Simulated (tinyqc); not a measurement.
What moves the results: band edges of strained Si(1-x)Ge(x) on relaxed Si(1-y)Ge(y). A value that a table varies takes the place of the one given here.

Values are linear in the Ge fraction but for ED(x) = linear - CD x (1 - x) and a(x) = linear - Ca x (1 - x). Energies are on the common scale of Ev.

Coherent growth on a (001) face: e_par = (a(y) - a(x))/a(x), e_perp = -2 (C12/C11) e_par; exx = eyy = e_par, ezz = e_perp, no shear.

A valley with unit axis u lies at Ev + gap + (av + a_valley) tr(e) + Xu (u.e.u - tr(e)/3); the Delta axes are x, y, z and the L axes [111], [1-1-1], [-11-1], [-1-11]. The second-order shift of the Delta valleys under shear is left out; it lowers the pair normal to the sheared plane by tens of meV at a shear of 1 %.

Valence edges: Ev plus the levels of the 6 x 6 matrix of X, Y, Z times spin with -Dso/3 + l exx + m (eyy + ezz) on the diagonal (cyclic), n exy off it, l = av + 2 b, m = av - b, n = sqrt(3) d. Spin-orbit term (Dso/3) L.sigma on X, Y, Z with (L_k)_ij = -i epsilon_kij: <X+|H|Y+> = -i Dso/3, <X+|H|Z-> = Dso/3, <Y+|H|Z-> = -i Dso/3, <Z+|H|X-> = -Dso/3, <Z+|H|Y-> = i Dso/3, <X-|H|Y-> = i Dso/3, and their conjugates; + and - are the spin along z.

Coherent growth: e_par = (a(y) - a(x))/a(x). (001): e_perp = -2 (C12/C11) e_par; exx = eyy = e_par, ezz = e_perp, no shear. (111): e_perp = -(2 C11 + 4 C12 - 4 C44)/(C11 + 2 C12 + 4 C44) e_par; exx = eyy = ezz = (2 e_par + e_perp)/3 and exy = eyz = ezx = (e_perp - e_par)/3. (110): e_perp = -(C11 + 3 C12 - 2 C44)/(C11 + C12 + 2 C44) e_par; exx = eyy = (e_par + e_perp)/2, ezz = e_par, exy = (e_perp - e_par)/2, eyz = ezx = 0.

Values chosen for the exercise (end members near Si and Ge, in this order; the results hold for these values, not for the real material): a = (5.427, 5.657) angstrom (lattice constant); Dso = (0.044, 0.288) eV (spin-orbit splitting); av = (2.46, 1.26) eV (valence hydrostatic potential); b = (-2.11, -2.58) eV (tetragonal shear potential); d = (-4.79, -5.33) eV (trigonal shear potential); C11 = (165.3, 128.9) GPa; C12 = (64.3, 48.1) GPa; C44 = (80.2, 65.9) GPa; Ev = (0, 0.65) eV (top of the unstrained valence band); ED = (1.17, 0.942) eV (gap to the Delta valleys); EL = (1.99, 0.733) eV (gap to the L valleys); aD = (1.86, 1.39) eV (hydrostatic potential of the Delta gap); aL = (-3.24, -2.54) eV (hydrostatic potential of the L gap); XuD = (9.18, 9.27) eV (uniaxial potential, Delta); XuL = (16.36, 15.21) eV (uniaxial potential, L); CD = 0.179 eV (bowing of the Delta gap); Ca = 0.024 angstrom (bowing of the lattice constant); face = 001 (growth face); y = 0.31 (Ge fraction of the relaxed buffer); x = 0 (Ge fraction of the layer).

## Composition of the layer

The buffer is kept. dEc = Ec(buffer) - Ec(layer), dEv = Ev(layer) - Ev(buffer); buffer edges Ev(y) and Ev(y) + min(ED, EL). The digit behind Delta or L counts whole valleys.

Results:

| x | e_par (%) | lowest valleys | gap (eV) | next valleys above (meV) | valence splitting (meV) | dEc (eV) | dEv (eV) |
|---|---|---|---|---|---|---|---|
| 0.00 | 1.22 | Delta2 | 0.985 | 199 | 125 | 0.161 | -0.085 |
| 0.12 | 0.75 | Delta2 | 1.015 | 123 | 72 | 0.105 | -0.059 |
| 0.25 | 0.24 | Delta2 | 1.047 | 39 | 21 | 0.035 | -0.022 |
| 0.37 | -0.24 | Delta4 | 1.016 | 39 | 18 | 0.002 | 0.043 |
| 0.49 | -0.73 | Delta4 | 0.929 | 119 | 48 | 0.002 | 0.130 |
| 0.61 | -1.23 | Delta4 | 0.846 | 200 | 73 | -0.005 | 0.221 |
| 0.74 | -1.78 | Delta4 | 0.760 | 283 | 96 | -0.021 | 0.321 |
| 0.86 | -2.29 | Delta4 | 0.686 | 197 | 116 | -0.043 | 0.418 |

The gap is 0.985 eV in the first row and 0.686 eV in the last, with its largest listed value, 1.047 eV, at x = 0.25. The lowest valleys change: Delta2 to Delta4 between x = 0.25 and 0.37. Per 0.1 of x the valence offset moves by +58 meV on average; the conduction offset lies between -43 and +161 meV. Both carriers sit on one side for x = 0.37 and 0.49, and on opposite sides elsewhere. Offsets below about 30 meV are within the spread of parameter sets, so those rows do not settle the type. Strains above 2 % can be kept only in layers of a few nanometres.

## Composition of the buffer

The layer is kept. dEc = Ec(buffer) - Ec(layer), dEv = Ev(layer) - Ev(buffer); buffer edges Ev(y) and Ev(y) + min(ED, EL). The digit behind Delta or L counts whole valleys.

Results:

| y | e_par (%) | lowest valleys | gap (eV) | next valleys above (meV) | valence splitting (meV) | dEc (eV) | dEv (eV) |
|---|---|---|---|---|---|---|---|
| 0.08 | 0.31 | Delta2 | 1.128 | 50 | 27 | 0.038 | -0.027 |
| 0.16 | 0.62 | Delta2 | 1.080 | 101 | 60 | 0.078 | -0.049 |
| 0.24 | 0.94 | Delta2 | 1.030 | 153 | 94 | 0.121 | -0.069 |
| 0.31 | 1.22 | Delta2 | 0.985 | 199 | 125 | 0.161 | -0.085 |
| 0.39 | 1.55 | Delta2 | 0.933 | 253 | 162 | 0.209 | -0.103 |
| 0.47 | 1.88 | Delta2 | 0.880 | 307 | 199 | 0.259 | -0.121 |
| 0.55 | 2.22 | Delta2 | 0.825 | 363 | 237 | 0.312 | -0.137 |

The gap is 1.128 eV in the first row and 0.825 eV in the last. The lowest valleys are Delta2 throughout. Per 0.1 of y the valence offset moves by -23 meV on average; the conduction offset lies between +38 and +312 meV. Electrons and holes sit on opposite sides in every row (type II). Offsets below about 30 meV are within the spread of parameter sets, so those rows do not settle the type. Strains above 2 % can be kept only in layers of a few nanometres.

## The same layer on three faces

dEc = Ec(buffer) - Ec(layer), dEv = Ev(layer) - Ev(buffer); buffer edges Ev(y) and Ev(y) + min(ED, EL). The digit behind Delta or L counts whole valleys.

Results:

| face | e_par (%) | lowest valleys | gap (eV) | next valleys above (meV) | valence splitting (meV) | dEc (eV) | dEv (eV) | Delta spread (meV) | L spread (meV) |
|---|---|---|---|---|---|---|---|---|---|
| (001) | 1.22 | Delta2 | 0.985 | 199 | 125 | 0.161 | -0.085 | 199 | 0 |
| (111) | 1.22 | Delta6 | 1.121 | 532 | 133 | 0.010 | -0.070 | 0 | 254 |
| (110) | 1.22 | Delta4 | 1.092 | 84 | 129 | 0.042 | -0.073 | 84 | 200 |

On (001) only the Delta valleys split (199 meV), on (111) only the L valleys (254 meV), on (110) both (84 and 200 meV). The lowest valleys are Delta2 on (001), Delta6 on (111) and Delta4 on (110); the smallest gap is 0.985 eV on (001) and the largest 1.121 eV on (111).

## What each parameter does

dEc = Ec(buffer) - Ec(layer), dEv = Ev(layer) - Ev(buffer); buffer edges Ev(y) and Ev(y) + min(ED, EL). Each row changes one parameter from the base and keeps the others.

Results:

| case | gap (eV) | valence splitting (meV) | dEc (eV) | dEv (eV) |
|---|---|---|---|---|
| base | 0.9855 | 125.3 | 0.1608 | -0.0853 |
| x = 0.03 | 0.9926 | 111.9 | 0.1475 | -0.0791 |
| y = 0.34 | 0.9659 | 138.9 | 0.1785 | -0.0921 |
| CD = 0.229 eV | 0.9855 | 125.3 | 0.1501 | -0.0853 |
| XuD = (10.557, 10.66) eV | 0.9656 | 125.3 | 0.1807 | -0.0853 |
| XuL = (18.814, 17.492) eV | 0.9855 | 125.3 | 0.1608 | -0.0853 |
| aL = (-3.726, -2.921) eV | 0.9855 | 125.3 | 0.1608 | -0.0853 |
| av = (2.829, 1.449) eV | 0.9855 | 125.3 | 0.1553 | -0.0798 |
| Dso = (0.051, 0.331) eV | 0.9869 | 123.9 | 0.1608 | -0.0867 |

The largest shifts from the base row, up to three for each result and ties (the steps differ in size, so this ranks the rows, not the parameters). gap (eV): XuD -0.0199, y -0.0195, x +0.0071; unchanged at the printed digits by CD, XuL, aL and av. valence splitting (meV): y +13.6, x -13.4, Dso -1.5; unchanged at the printed digits by CD, XuD, XuL, aL and av. dEc (eV): XuD +0.0199, y +0.0176, x -0.0133; unchanged at the printed digits by XuL, aL and Dso. dEv (eV): y -0.0069, x +0.0062, av +0.0055; unchanged at the printed digits by CD, XuD, XuL and aL. The lowest valleys of the layer are Delta2, so among the conduction-band potentials only those of that family reach the gap and dEc; the buffer is unstrained. A shift large enough to swap the lowest family would change that.

tinyqc: `OMP_NUM_THREADS=1 python tinyqc.py 1050893 1050894 out.jsonl`; about 0.02 s, one thread, shared Intel(R) Xeon(R) Processor @ 2.30GHz.
